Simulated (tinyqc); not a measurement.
From one set of inputs to another, one input at a time: quasi-harmonic thermal expansion with mode Grueneisen parameters. Computed by tinyqc, a small Python program. Command: `OMP_NUM_THREADS=1 python tinyqc.py 3002460 3002461 out.jsonl qha ladder`. One thread of a shared host (Intel(R) Xeon(R) Processor @ 2.30GHz), about 0.07 s of CPU time with the checks.

A crystal with two atoms a cell; per atom there are 1 transverse acoustic (TA), 1/2 longitudinal acoustic (LA) and 3/2 optical (O) modes. Every frequency of group i scales as nu_i (V/V0)^(-gamma_i). The acoustic groups have Debye spectra, density 3 nu^2/nu_i^3 up to nu_i (40 Gauss-Legendre points); the optical group has one frequency. Static energy: E = (9 V0 B0/16) [y^3 B' + y^2 (2 - 4 y)], y = (V0/V)^(2/3) - 1, with pressure P_s = (3 B0/2) (z^7 - z^5) [1 + (3/4)(B' - 4)(z^2 - 1)], z = (V0/V)^(1/3).

The inputs printed are set A. Inputs not listed in the table keep their values of set A, so the rows need not describe a real material.

Inputs (values chosen for the exercise, for a model crystal):
```
quantity                       value             unit
static volume V0                27.2  angstrom^3/atom
static bulk modulus B0          33.2              GPa
static B'                       3.99                -
frequency nu_TA                 5.29              THz
frequency nu_LA                 11.6              THz
frequency nu_O                  18.5              THz
Grueneisen parameter gamma_TA   -1.7                -
Grueneisen parameter gamma_LA      2                -
Grueneisen parameter gamma_O     1.1                -
temperature T                     50                K
step factor f                    0.6                -
```

Acoustic groups: Debye.

Constants: h x 1 THz = 4.135667696 meV; k_B = 8.617333262e-05 eV/K; 1 eV/angstrom^3 = 160.2176634 GPa.

Method:
- For a mode with x = h nu/(k_B T), n = 1/(exp(x) - 1): U = h nu (n + 1/2), C/k_B = x^2 n (n + 1); U_i and C_i sum these over group i with its weight per atom.
- Phonon pressure P_ph = sum_i gamma_i U_i/V.
- gamma_th = sum gamma_i C_i / sum C_i; volume expansion coefficient alpha_V = gamma_th C k_B/(B0 V0); linear coefficient alpha_V/3; first-order volume change P_ph/B0.
- Start at V0 and step V(new) = V [1 + f (P_s + P_ph)/B0]; stop when |P_s + P_ph| < 1e-8 GPa, after 60 steps, or when V leaves 0.7 to 1.3 V0.
- B_T = -V d(P_s + P_ph)/dV at fixed T (central difference, step 1e-4 V); alpha_V = sum gamma_i C_i k_B/(B_T V), all at V(T); the linear coefficient is alpha_L = alpha_V/3.
- C_P - C_V = alpha_V^2 B_T V T; the optical frequency is nu_O (V/V0)^(-gamma_O).

Each row keeps all changes above it:
```
input moved                         from     to  volume change from V0 (%)  C_P - C_V (k_B/atom)  gamma_th at V0
set A                                  -      -                      1.172             2.163e-04          -1.434
Grueneisen parameter gamma_TA       -1.7  -0.19                      1.414             4.388e-08          -0.032
frequency nu_TA (THz)               5.29   5.61                      1.413             8.630e-10          -0.017
static bulk modulus B0 (GPa)        33.2    197                      0.238             3.546e-09          -0.017
static B'                           3.99   4.22                      0.238             3.547e-09          -0.017
static volume V0 (angstrom^3/atom)  27.2   11.4                      0.568             5.160e-09          -0.017
Grueneisen parameter gamma_LA          2   0.94                      0.500             3.817e-07          -0.101
temperature T (K)                     50    300                      0.567             2.075e-03           0.490
```

Volume change from V0 goes from 1.17 to 0.567, a factor 0.484 in all. The largest single move comes from static bulk modulus B0 (a factor 0.168), and static volume V0 works against it (a factor 2.39). C_P - C_V goes from 2.16e-4 to 0.00208, a factor 9.59 in all. The largest single move comes from temperature T (a factor 5440), and Grueneisen parameter gamma_TA works against it (a factor 2.03e-4). gamma_th at V0 goes from -1.43 to 0.490, +1.92 in all. The largest single move comes from Grueneisen parameter gamma_TA (+1.4). The single moves hold for this order of the switches; the total does not depend on the order.

Extremes, crossings and ranges named in words are read from the listed rows.
